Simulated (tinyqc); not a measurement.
Gain against bias and Miller's formula: avalanche multiplication and breakdown of a junction from ionisation integrals. Computed by tinyqc, a small Python program. Command: `OMP_NUM_THREADS=1 python tinyqc.py 3027761 3027762 out.jsonl impact walk`. One thread of a shared host (Intel(R) Xeon(R) Processor @ 2.30GHz), about 0.01 s of CPU time with the checks.

Ionisation coefficients follow the local field. Position x runs through the depletion layer from the p side (x = 0), where electrons enter, to the n side (x = w), where holes enter. The built-in voltage is neglected.

Inputs (values chosen for the exercise, modelled on GaN):

| quantity | value | unit |
|---|---|---|
| electron prefactor a_n | 4.82e+08 | 1/cm |
| electron field b_n | 3.36e+07 | V/cm |
| hole prefactor a_p | 7.05e+06 | 1/cm |
| hole field b_p | 1.54e+07 | V/cm |
| exponent c | 1 | - |
| permittivity eps | 9.7 | - |
| doping N of the lightly doped side | 1.3e+17 | 1/cm^3 |

Junction: one-sided abrupt n+p.

Constants: e = 1.602176634e-19 C; eps_0 = 8.8541878128e-12 F/m.

Method:
- alpha_n = a_n exp(-(b_n/F)^c), alpha_p = a_p exp(-(b_p/F)^c).
- Field F = F_m (1 - s), w = eps eps_0 F_m/(e N), V = F_m w/2, with s = 1 - x/w (the peak lies at the n+ side).
- With Phi(x) = int_0^x (alpha_n - alpha_p) dx': 1 - 1/M_n = I_n = int_0^w alpha_n exp(-Phi) dx and M_p = M_n exp(-Phi(w)); trapezoid rule on 401 even points; breakdown at I_n = 1.
- Solve I_n(F_m) = 1.
- Miller's exponent n is defined by 1 - 1/M = (V/V_B)^n for the larger M.

breakdown voltage = 244.209 V

critical field F_m = 3.44162 MV/cm

Gain:

| V/V_B | V (V) | F_m (MV/cm) | M_n | M_p | Miller exponent n |
|---|---|---|---|---|---|
| 0.50 | 122.10 | 2.4336 | 1.003 | 1.169 | 2.7930 |
| 0.60 | 146.53 | 2.6659 | 1.015 | 1.378 | 2.5324 |
| 0.70 | 170.95 | 2.8795 | 1.054 | 1.779 | 2.3151 |
| 0.80 | 195.37 | 3.0783 | 1.179 | 2.628 | 2.1455 |
| 0.90 | 219.79 | 3.2650 | 1.677 | 5.196 | 2.0289 |
| 0.95 | 232.00 | 3.3545 | 2.780 | 10.298 | 1.9916 |
| 0.98 | 239.32 | 3.4070 | 6.178 | 25.552 | 1.9761 |
| 0.99 | 241.77 | 3.4244 | 11.872 | 50.956 | 1.9721 |

What follows from these numbers?

The larger gain passes 2 between 0.700 and 0.800 of V_B and reaches 51.0 at 0.99. Miller's exponent runs from 2.0 to 2.8, so it is not a constant: a fit holds over a narrow range only. From the first row to the last the voltage grows by a factor 1.98 and the peak field by 1.41.

Extremes, crossings and ranges named in words are read from the listed rows.
